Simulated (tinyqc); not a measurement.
## Pelgrom slope, floor and doping from two device sizes

Inverse problem. s^2 = A^2/(L W) + s0^2, with s0 independent of size and A = (q/Cox) sqrt(Na Wd/3) from random dopants alone, Cox = 3.9 eps0/ti. Find A, s0 and Na.

Values chosen for this exercise:
```
symbol  value  unit                                  meaning
ti        1.4    nm  oxide-equivalent thickness in inversion
```

Constants: q = 1.602176634e-19 C, eps0 = 8.8541878128e-14 F/cm where lengths are in cm. Results are converted to the units shown.

s for gate areas 0.00048 and 0.014 um^2 (mV): 42.9806974  8.07652050
Wd = 19.6810480 nm

Solution. s^2 is linear in 1/area: slope A^2, intercept s0^2.

A = 0.941 mV um
s0 = 1.40 mV
Na = 3.20e18 cm^-3

Computed by the program tinyqc: `OMP_NUM_THREADS=1 python tinyqc.py 2090151 2090152 out.jsonl`, one thread of a shared Intel Xeon 2.30GHz, about 0.01 s for the whole run.
